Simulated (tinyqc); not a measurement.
Inside a calculation: deformation-potential model of the L valleys of a conduction band. Values are carried at full precision from step to step, so a last printed digit may differ when a step is redone from the rounded ones.

s11 = (C11 + C12)/((C11 - C12)(C11 + 2 C12)), s12 = -C12/((C11 - C12)(C11 + 2 C12)), s44 = 1/C44; exx = s11 sxx + s12 (syy + szz) and cyclic, exy = s44 sxy/2; tension is positive. A uniaxial stress X along the unit vector n is s_ij = X n_i n_j.

Constants: kB = 8.617333262e-05 eV/K; hbar^2/2m0 = 3.80998211 eV angstrom^2.

Inputs chosen for the exercise (near those of Ge; shifted at random, so the results belong to these values and not to a real crystal): C11 = 128.6 GPa; C12 = 48.1 GPa; C44 = 66.3 GPa; load = uniaxial [110] (kind of stress); X = 1.59 GPa (stress); Xd = -6.72 eV (dilation potential); Xu = 15.86 eV (uniaxial potential); T = 77 K (temperature); ml = 1.527 m0 (longitudinal mass); mt = 0.08 m0 (transverse mass).

## Strain from a uniaxial [110] stress

Form the compliances and the strain.

s11, s12, s44 (1/TPa): 9.7644  -2.6580  15.0830

strain tensor:
```
          x         y          z
x  0.005650  0.005995   0.000000
y  0.005995  0.005650   0.000000
z  0.000000  0.000000  -0.004226
```

## Valley shifts

Valleys with axes along [111], [1-1-1], [-11-1] and [-1-11], one whole valley each. Herring-Vogt shift of a valley with unit axis a: dE = Xd tr(e) + Xu a.e.a. Non-degenerate shares n_i = exp(-dE_i/kT)/sum_j exp(-dE_j/kT). Inverse mass tensor of a valley: (1 - a a)/mt + a a/ml; the masses are taken as independent of strain.

Apply the Herring-Vogt formula to each valley.

Xd tr(e) = -47.53 meV

a.e.a: [111] 0.006355, [1-1-1] -0.001639, [-11-1] -0.001639, [-1-11] 0.006355

shifts dE (meV): [111] 53.25, [1-1-1] -73.53, [-11-1] -73.53, [-1-11] 53.25

The lowest valleys are [1-1-1] and [-11-1], 126.8 meV below the highest; the mean shift over all valleys is (Xd + Xu/3) tr(e) = -10.14 meV.

## Shares of the electrons

Boltzmann factors of the shifts.

kT = 6.635 meV

shares: [111] 0.0000, [1-1-1] 0.5000, [-11-1] 0.5000, [-1-11] 0.0000

effective number of valley axes, 1/(largest share) = 2.000

## Conductivity mass tensor

With one scattering time for all valleys the conductivity goes as M = sum_i n_i (inverse mass tensor of valley i); along the unit vector u, 1/m_c = u.M.u. Without stress 1/m_c = (1/ml + 2/mt)/3. Take u along [1-10].

M (1/m0):
```
       x      y      z
x  8.552  3.948  0.000
y  3.948  8.552  0.000
z  0.000  0.000  8.552
```

m_c along [1-10] = 0.2172 m0
m_c without stress = 0.1169 m0

The repopulation alone changes the mobility along [1-10] by -46.2 %; with all electrons in the valleys lightest or heaviest along this direction it would change by +46 or -46 %.

## Effective density of states

Each of the 4 whole valleys has m_d = (ml mt^2)^(1/3) and N = 2 (m_d kT/(4 pi c))^(3/2), c = hbar^2/2m0. Counted from the lowest edge, Nc = N x sum_i exp(-(dE_i - dE_min)/kT). 1 angstrom^-3 = 1e24 cm^-3.

m_d = 0.2138 m0
N of one valley = 3.226e+17 cm^-3
Nc under stress = 6.452e+17 cm^-3
Nc without stress = 1.290e+18 cm^-3

## Piezoresistance from repopulation

For small stress d(rho)/rho = pi X. For valleys on the <111> axes pi11 = pi12 = 0 and pi44 = -Xu s44/(3 kT) x (K - 1)/(2K + 1), K = ml/mt. For stress along [110]: pi_l = (pi11 + pi12 + pi44)/2 with the current along it and pi_t = (pi11 + pi12 - pi44)/2 with the current along [1-10]. 1/GPa = 100 x 1e-11/Pa.

K = 19.087

pi11, pi12, pi44 (1e-11/Pa): 0.0  0.0  -554.8

pi_l, pi_t for [110] (1e-11/Pa): -277.4  277.4

Only the transfer between valleys is counted; changes of mass and of intervalley scattering add to it in a real crystal.

## Checks

- Conductivity mass at zero stress against 3/(1/ml + 2/mt): both 0.1169368.
- Piezoresistance coefficients by finite differences against the closed form: largest difference 2.4e-07.

(tinyqc, `OMP_NUM_THREADS=1 python tinyqc.py 1080590 1080591 out.jsonl`, Intel(R) Xeon(R) Processor @ 2.30GHz, 1 thread, shared host, about 0.04 s.)
